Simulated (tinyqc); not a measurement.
From allowed ramp rate back to wafer spacing s: thermal and gravitational stress in a wafer during furnace and rapid thermal processing, and the onset of slip. Computed by tinyqc, a small Python program. Command: `OMP_NUM_THREADS=1 python tinyqc.py 3010375 3010376 out.jsonl slip inv`. One thread of a shared host (Intel(R) Xeon(R) Processor @ 2.30GHz), about 0.01 s of CPU time with the checks.

A thin free disc in plane stress, isotropic; T(r) = T_centre + dT (r/R)^n. Stress is positive in tension; sigma_SB = 5.670374419e-8 W/(m^2 K^4), g = 9.80665 m/s^2.

Inputs (values chosen for the exercise, for a model wafer):

| quantity | value | unit |
|---|---|---|
| wafer radius R | 75 | mm |
| thickness t | 675 | micrometre |
| Young's modulus E | 151 | GPa |
| expansion alpha | 4.39 | 1e-6/K |
| temperature T | 1400 | K |
| prefactor A of the critical stress | 0.00016 | MPa |
| energy U of the critical stress | 1.04 | eV |
| density rho | 2330 | kg/m^3 |
| heat capacity c | 950 | J/(kg K) |
| conductivity k | 28.1 | W/(m K) |
| ramp rate | 2.2 | K/min |

Constants: k_B = 8.617333262e-05 eV/K.

Method. Critical resolved stress tau_c = A exp(U/(k_B T)), a form chosen for the exercise; slip when 0.492799 |s_tt(R)| > tau_c; allowed |dT| = tau_c (n + 2)/(0.492799 n alpha E). In a stack heated from the rim, heat flows inward by conduction and by radiation between wafers: k_eff = k + (16/3) sigma_SB T^3 s^2/t (a diffusion estimate with the spacing as path length). A steady ramp gives the parabolic lag dT = rho c (ramp) R^2/(4 k_eff); the allowed ramp uses n = 2.

Problem. A run gave the result below. Find the wafer spacing s, known to lie between 4.3 and 11 mm.

allowed ramp rate = 7.836287 K/min

Solution.

Each step takes the trial c = (a f_b - b f_a)/(f_b - f_a), f being the result less the target and a, b, c the logarithms of the listed values; c replaces end b, the old b replaces a if the sign of f changed, and otherwise f_a is halved.

Scan of the range:

| wafer spacing s (mm) | allowed ramp rate (K/min) |
|---|---|
| 4.30 | 5.3213 |
| 5.03 | 6.1978 |
| 5.88 | 7.3913 |
| 6.88 | 9.0335 |
| 8.04 | 11.2609 |
| 9.41 | 14.3376 |
| 11.00 | 18.5142 |

False position (Illinois rule, in the logarithm of the input) inside the bracket:

| step | end a | end b | trial | allowed ramp rate (K/min) |
|---|---|---|---|---|
| 1 | 5.88000 | 6.88000 | 6.13564 | 7.78664 |
| 2 | 6.88000 | 6.13564 | 6.16368 | 7.83102 |
| 3 | 6.88000 | 6.16368 | 6.16959 | 7.84041 |
| 4 | 6.16368 | 6.16959 | 6.16700 | 7.83628 |
| 5 | 6.16959 | 6.16700 | 6.16700 | 7.83629 |

Allowed ramp rate rises at every point of a 13-point scan of the range (every second point is shown), so one value fits; it is bracketed by 5.88 and 6.88. Answer: wafer spacing s = 6.167 mm.
